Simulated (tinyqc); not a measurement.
Inside a calculation. Method: empirical pseudopotential in a few plane waves. One step of it, computed by the program tinyqc.

Question. Levels at k. Diagonalise the Hermitian matrix.

H(k) at k (eV):
```
                     +0+0+0               -1-1-1               -1-1+1               -1+1-1
+0+0+0             2.766588   2.106928+1.433481i  -2.106928+1.433481i  -2.106928+1.433481i
-1-1-1   2.106928-1.433481i            15.960588   0.000000-0.312931i   0.000000-0.312931i
-1-1+1  -2.106928-1.433481i   0.000000+0.312931i            24.449035             0.625862
-1+1-1  -2.106928-1.433481i   0.000000+0.312931i             0.625862             5.073231
-1+1+1  -2.106928+1.433481i            -0.625862   0.000000+0.312931i   0.000000+0.312931i
+1-1-1  -2.106928-1.433481i   0.000000+0.312931i             0.625862             0.625862
+1-1+1  -2.106928+1.433481i            -0.625862   0.000000+0.312931i             0.000000
+1+1-1  -2.106928+1.433481i            -0.625862             0.000000   0.000000+0.312931i
+1+1+1   2.106928+1.433481i             0.000000            -0.625862            -0.625862
-2+0+0   0.000000-0.312931i  -2.106928+1.433481i  -2.106928-1.433481i  -2.106928-1.433481i
+0-2+0   0.000000-0.312931i  -2.106928+1.433481i  -2.106928-1.433481i   0.577241-0.125069i
+0+0-2   0.000000-0.312931i  -2.106928+1.433481i   0.577241-0.125069i  -2.106928-1.433481i
+0+0+2   0.000000+0.312931i  -0.577241-0.125069i   2.106928+1.433481i  -0.577241+0.125069i
+0+2+0   0.000000+0.312931i  -0.577241-0.125069i  -0.577241+0.125069i   2.106928+1.433481i
+2+0+0   0.000000+0.312931i  -0.577241-0.125069i  -0.577241+0.125069i  -0.577241+0.125069i

                     -1+1+1               +1-1-1               +1-1+1               +1+1-1
+0+0+0  -2.106928-1.433481i  -2.106928+1.433481i  -2.106928-1.433481i  -2.106928-1.433481i
-1-1-1            -0.625862   0.000000-0.312931i            -0.625862            -0.625862
-1-1+1   0.000000-0.312931i             0.625862   0.000000-0.312931i             0.000000
-1+1-1   0.000000-0.312931i             0.625862             0.000000   0.000000-0.312931i
-1+1+1            13.561679             0.000000             0.625862             0.625862
+1-1-1             0.000000            19.651217   0.000000-0.312931i   0.000000-0.312931i
+1-1+1             0.625862   0.000000+0.312931i            28.139665             0.625862
+1+1-1             0.625862   0.000000+0.312931i             0.625862             8.763861
+1+1+1   0.000000+0.312931i            -0.625862   0.000000+0.312931i   0.000000+0.312931i
-2+0+0   2.106928-1.433481i   0.577241-0.125069i  -0.577241-0.125069i  -0.577241-0.125069i
+0-2+0  -0.577241-0.125069i  -2.106928-1.433481i   2.106928-1.433481i  -0.577241-0.125069i
+0+0-2  -0.577241-0.125069i  -2.106928-1.433481i  -0.577241-0.125069i   2.106928-1.433481i
+0+0+2  -2.106928+1.433481i  -0.577241+0.125069i  -2.106928+1.433481i   0.577241+0.125069i
+0+2+0  -2.106928+1.433481i  -0.577241+0.125069i   0.577241+0.125069i  -2.106928+1.433481i
+2+0+0   0.577241+0.125069i   2.106928+1.433481i  -2.106928+1.433481i  -2.106928+1.433481i

                     +1+1+1               -2+0+0               +0-2+0               +0+0-2
+0+0+0   2.106928-1.433481i   0.000000+0.312931i   0.000000+0.312931i   0.000000+0.312931i
-1-1-1             0.000000  -2.106928-1.433481i  -2.106928-1.433481i  -2.106928-1.433481i
-1-1+1            -0.625862  -2.106928+1.433481i  -2.106928+1.433481i   0.577241+0.125069i
-1+1-1            -0.625862  -2.106928+1.433481i   0.577241+0.125069i  -2.106928+1.433481i
-1+1+1   0.000000-0.312931i   2.106928+1.433481i  -0.577241+0.125069i  -0.577241+0.125069i
+1-1-1            -0.625862   0.577241+0.125069i  -2.106928+1.433481i  -2.106928+1.433481i
+1-1+1   0.000000-0.312931i  -0.577241+0.125069i   2.106928+1.433481i  -0.577241+0.125069i
+1+1-1   0.000000-0.312931i  -0.577241+0.125069i  -0.577241+0.125069i   2.106928+1.433481i
+1+1+1            17.252308  -0.577241-0.125069i  -0.577241-0.125069i  -0.577241-0.125069i
-2+0+0  -0.577241+0.125069i            17.529105             0.625862             0.625862
+0-2+0  -0.577241+0.125069i             0.625862            32.107091             0.625862
+0+0-2  -0.577241+0.125069i             0.625862             0.625862            12.731287
+0+0+2  -2.106928-1.433481i            -0.625862            -0.625862             0.000000
+0+2+0  -2.106928-1.433481i            -0.625862             0.000000            -0.625862
+2+0+0  -2.106928-1.433481i             0.000000            -0.625862            -0.625862

                     +0+0+2               +0+2+0               +2+0+0
+0+0+0   0.000000-0.312931i   0.000000-0.312931i   0.000000-0.312931i
-1-1-1  -0.577241+0.125069i  -0.577241+0.125069i  -0.577241+0.125069i
-1-1+1   2.106928-1.433481i  -0.577241-0.125069i  -0.577241-0.125069i
-1+1-1  -0.577241-0.125069i   2.106928-1.433481i  -0.577241-0.125069i
-1+1+1  -2.106928-1.433481i  -2.106928-1.433481i   0.577241-0.125069i
+1-1-1  -0.577241-0.125069i  -0.577241-0.125069i   2.106928-1.433481i
+1-1+1  -2.106928-1.433481i   0.577241-0.125069i  -2.106928-1.433481i
+1+1-1   0.577241-0.125069i  -2.106928-1.433481i  -2.106928-1.433481i
+1+1+1  -2.106928+1.433481i  -2.106928+1.433481i  -2.106928+1.433481i
-2+0+0            -0.625862            -0.625862             0.000000
+0-2+0            -0.625862             0.000000            -0.625862
+0+0-2             0.000000            -0.625862            -0.625862
+0+0+2            29.708182             0.625862             0.625862
+0+2+0             0.625862            10.332378             0.625862
+2+0+0             0.625862             0.625862            24.910364
```

Give: eigenvalues.

Answer.

eigenvalues (eV): -1.897  4.436  6.948  8.077  12.777  14.040  15.434  17.275  19.172  20.828  23.336  26.077  28.819  31.465  36.149
